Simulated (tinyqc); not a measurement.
# Changing the step factor eta

Model: nudged elastic band on a two-dimensional model surface. Computed by tinyqc, a small Python program. Command: `OMP_NUM_THREADS=1 python tinyqc.py 3005921 3005922 out.jsonl neb sweep`. One thread of a shared host (Intel(R) Xeon(R) Processor @ 2.30GHz), about 0.2 s of CPU time with the checks.

V(x, y) = -A (cos kx + cos ky) - B cos kx cos ky + (C sin ky + S sin kx)(1 - cos kx), k = 2 pi/a; the atom hops from the minimum at (0, 0) to that at (a, 0).

Inputs (values chosen for the exercise, for a model surface): amplitude A = 0.48 eV; amplitude B = -0.1 eV; skew C = 0.21 eV; asymmetry S = 0.043 eV; period a = 3.9 angstrom; movable images n = 6; spring constant k_s = 0.52 eV/angstrom^2; iteration cap = 600.

Surface: adatom on a square lattice. Climbing image: on.

Method:
- Newton steps x(new) = x - H^-1 grad V (moves limited to 0.3 angstrom) from (0, 0), (a, 0) and (a/2, 0) give the two minima and the saddle.
- Tangent at image i: towards the higher neighbour if the energies rise or fall through i; at a maximum or minimum, tau = t+ dmax + t- dmin if V(i+1) > V(i-1), else t+ dmin + t- dmax, with t+ = R(i+1) - R(i), t- = R(i) - R(i-1) and dmax, dmin the larger and smaller of |V(i+1) - V(i)| and |V(i-1) - V(i)|; then normalise. Force F = -grad V + (grad V.tau) tau + k_s (|t+| - |t-|) tau.
- With a climbing image, the highest image feels instead F = -grad V + 2 (grad V.tau) tau and no spring.
- Update R(new) = R + eta F; the end points stay fixed.
- Start on the straight line; stop when the largest force is below 1e-4 or above 1e6 eV/angstrom.

One run for each value:
```
step factor eta (angstrom^2/eV)  iterations  energy of the highest image (eV)
0.077                                   236                            0.6365
0.110                                   165                            0.6365
0.140                                   129                            0.6365
0.200                                    90                            0.6365
0.270                                    66                            0.6365
0.370                                    48                            0.6365
0.500                                    35                            0.6365
0.680                                    23                            0.6365
```

Describe and explain the trends.

Over the rows, iterations falls from 236 to 23.0 (exponent d ln y / d ln x -1.0 between the first rows and -1.4 between the last). While the steps are short the count falls about as 1/eta; the converged energy does not depend on eta. Left out: 0.930 (the iteration did not converge within its cap).

Extremes, crossings and ranges named in words are read from the listed rows.
